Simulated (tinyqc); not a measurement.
# Thin-body transistor below threshold, two-dimensional Poisson equation on a small mesh: several studies

A thin body on a thick buried insulator of low permittivity, taken as carrying no normal field at the bottom of the body (row 0). Mobile charge is neglected (subthreshold), the body is fully depleted, and potentials are counted from the intrinsic level; rows run upward to the gate, columns from source to drain.

Parameters, values chosen for the exercise; semiconductor permittivity made up:
- T = 300 K (temperature)
- eps_r = 12.1 (relative permittivity of the semiconductor)
- eox = 22 (relative permittivity of the insulator)
- tb = 4 nm (body thickness)
- tox = 3.6 nm (insulator thickness)
- L = 33 nm (channel length)
- Na = 5.8e17 cm^-3 (acceptor density of the depleted body)
- Vbi = 0.56 V (potential of the source)
- Vfb = 0.08 V (gate offset)
- Vg = 0.1 V (gate voltage)
- Vd = 0.3 V (drain voltage)

Constants: q = 1.602176634e-19 C, kB = 1.380649e-23 J/K, Vt = kB T/q, eps0 = 8.8541878128e-14 F/cm where lengths are in cm. Results are converted to the units shown.

Each table varies one quantity; the others keep the values above.

## Effect of the body thickness

Mesh: rows i = 0..12 in the semiconductor (step hs = tb/12, row 12 on the interface), then 8 step(s) ho = tox/8 up to the gate row 20; columns j = 0..80 (step hy = L/80). Box integration, divided by eps0: up_i = eps hy/h of the interval above row i, dn_i = that of the interval below (0 for row 0), lat_i = (sum of eps h/2 over the intervals above and below)/hy, s_i = -q Na w_i hy/eps0 with w_i the semiconductor height of the box (hs/2 for row 0 and the interface row, hs between, 0 in the insulator). Each free node obeys (up + dn + 2 lat) psi = up psi(above) + dn psi(below) + lat [psi(left) + psi(right)] + s. Fixed values: gate row Vg - Vfb; column 0 at Vbi and the last column at Vbi + Vd in the semiconductor, each running linearly to Vg - Vfb across the insulator. The system is solved directly. On row 0 the minimum of psi and its place come from a parabola through the three lowest nodes; barrier = Vbi - minimum, swing = Vt ln 10/(d psi/dVg), DIBL = (d psi/dVd)/(d psi/dVg) there. Lambda = pi/k with k the smallest positive root of tan(k tox) tan(k tb) = eox/eps_r.

Effect of the body thickness:

| tb (nm) | L/Lambda | barrier (V) | place y/L | swing (mV/decade) | DIBL (mV/V) |
|---|---|---|---|---|---|
| 1.6 | 3.629 | 0.5391 | 0.4807 | 59.96 | 2.867 |
| 2.1 | 3.374 | 0.5379 | 0.4793 | 60.22 | 4.564 |
| 2.8 | 3.048 | 0.5346 | 0.4771 | 60.77 | 8.181 |
| 3.7 | 2.684 | 0.5270 | 0.4741 | 61.87 | 15.49 |
| 4.9 | 2.290 | 0.5102 | 0.4697 | 64.17 | 30.65 |
| 6.4 | 1.919 | 0.4800 | 0.4640 | 68.47 | 59.03 |

As tb goes from 1.6 to 6.4 nm, the barrier falls from 0.539 to 0.480 V, the swing rises from 60.0 to 68.5 mV a decade and DIBL rises from 2.87 to 59.0 mV/V; the ideal swing is 59.5. L/Lambda goes from 3.6 to 1.9. For tb = 1.6 to 4.9 nm the body is under 5 nm thick, where quantum confinement matters.

## Effect of the relative permittivity of the insulator

Same model as above.

Effect of the relative permittivity of the insulator:

| eox | L/Lambda | barrier (V) | place y/L | swing (mV/decade) | DIBL (mV/V) |
|---|---|---|---|---|---|
| 3.9 | 1.429 | 0.4267 | 0.4526 | 76.99 | 115.3 |
| 5.9 | 1.686 | 0.4651 | 0.4596 | 70.55 | 72.90 |
| 8.8 | 1.953 | 0.4916 | 0.4649 | 66.64 | 47.02 |
| 13 | 2.220 | 0.5092 | 0.4689 | 64.24 | 31.11 |
| 20 | 2.513 | 0.5215 | 0.4724 | 62.61 | 20.37 |
| 30 | 2.774 | 0.5285 | 0.4748 | 61.70 | 14.32 |

As eox goes from 3.9 to 30, the barrier rises from 0.427 to 0.529 V, the swing falls from 77.0 to 61.7 mV a decade and DIBL falls from 115 to 14.3 mV/V; the ideal swing is 59.5. L/Lambda goes from 1.4 to 2.8. In every row the body is under 5 nm thick, where quantum confinement matters.

## Choice of the relaxation factor

Mesh: rows i = 0..3 in the semiconductor (step hs = tb/3, row 3 on the interface), then 2 step(s) ho = tox/2 up to the gate row 5; columns j = 0..7 (step hy = L/7). Sweeps go row by row from row 0, left to right, psi(new) = psi + omega (t - psi) with t the value that solves the node equation for the newest neighbours; free nodes start at zero; stop when the largest change is below 1e-7 V.

Choice of the relaxation factor:

| omega | sweeps |
|---|---|
| 1 | 100 |
| 1.1 | 82 |
| 1.2 | 67 |
| 1.3 | 54 |
| 1.4 | 41 |
| 1.5 | 25 |
| 1.6 | 33 |
| 1.7 | 43 |
| 1.8 | 67 |
| 1.9 | 142 |

Gauss-Seidel (omega = 1) takes 100 sweeps; the fewest, 25, are at omega = 1.5, and omega = 1.9 takes 142. The Jacobi matrix of this mesh has spectral radius rho = 0.9387, so theory puts the best factor at 2/(1 + sqrt(1 - rho^2)) = 1.49.

Program tinyqc, `OMP_NUM_THREADS=1 python tinyqc.py 2480138 2480139 out.jsonl`; Intel Xeon 2.30GHz, shared host, one thread, about 0.2 s.
